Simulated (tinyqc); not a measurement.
Lifetime against injection: Shockley-Read-Hall recombination through one deep level.

One level at Et with degeneracy 1: tn = 1/(sn vth Nt), tp = 1/(sp_ vth Nt), n1 = Nc exp((Et - Eg)/kT), p1 = Nv exp(-Et/kT), ni^2 = n1 p1. Equilibrium p0 = Nm, n0 = ni^2/Nm; n = n0 + dn, p = p0 + dn. U = (n p - ni^2)/(tp (n + n1) + tn (p + p1)), lifetime dn/U; emission rates en = sn vth n1, ep = sp_ vth p1.

Constants: kB = 8.617333262e-05 eV/K.

Inputs chosen for the exercise (gap and densities of states near those of Si at this temperature; shifted at random, so the results belong to these values and not to a real crystal):
- Eg = 1.118 eV (gap)
- Nc = 2.67e+19 1/cm^3 (conduction-band density of states)
- Nv = 1.17e+19 1/cm^3 (valence-band density of states)
- T = 300 K
- Et = 0.769 eV (recombination level above Ev)
- Nt = 4.5e+14 1/cm^3 (defects)
- sn = 7.1e-15 cm^2 (electron capture cross-section)
- sp_ = 1.3e-16 cm^2 (hole capture cross-section)
- vth = 24000000 cm/s (thermal velocity, both carriers)
- Nm = 6e+15 1/cm^3 (equilibrium holes for the lifetime steps)

Recombination:

| dn (1/cm^3) | lifetime (microsecond) | U (1/(cm^3 s)) |
|---|---|---|
| 1.0e+11 | 0.01740 | 5.75e+18 |
| 1.0e+12 | 0.01750 | 5.71e+19 |
| 1.0e+13 | 0.01856 | 5.39e+20 |
| 1.0e+14 | 0.02899 | 3.45e+21 |
| 1.0e+15 | 0.1185 | 8.44e+21 |
| 1.0e+17 | 0.6852 | 1.46e+23 |
| 1.0e+18 | 0.7211 | 1.39e+24 |

Give the missing row, dn (1/cm^3) = 1.0e+16.

Computed row:
```
dn (1/cm^3)  lifetime (microsecond)  U (1/(cm^3 s))
1.0e+16                      0.4598        2.17e+22
```

The lifetime rises from 0.0174 to 0.7211 microsecond; tn + tp = 0.7253. At low injection it is tn (1 + p1/p0) + tp n1/p0 with n1/Nm = 0.0061 and p1/Nm = 2.4e-10: re-emission lengthens it to 1.33 times the minority capture time. Auger and radiative paths are left out; they cut in at the highest injections, and in a doped direct-gap crystal the radiative one counts at all injections. dn = dp neglects trapped charge, which matters where the traps hold a charge comparable with dn, at low injection and with very unequal cross sections.

Program tinyqc; command `OMP_NUM_THREADS=1 python tinyqc.py 1682485 1682486 out.jsonl`; about 0.01 s on one thread of a shared Intel(R) Xeon(R) Processor @ 2.30GHz.
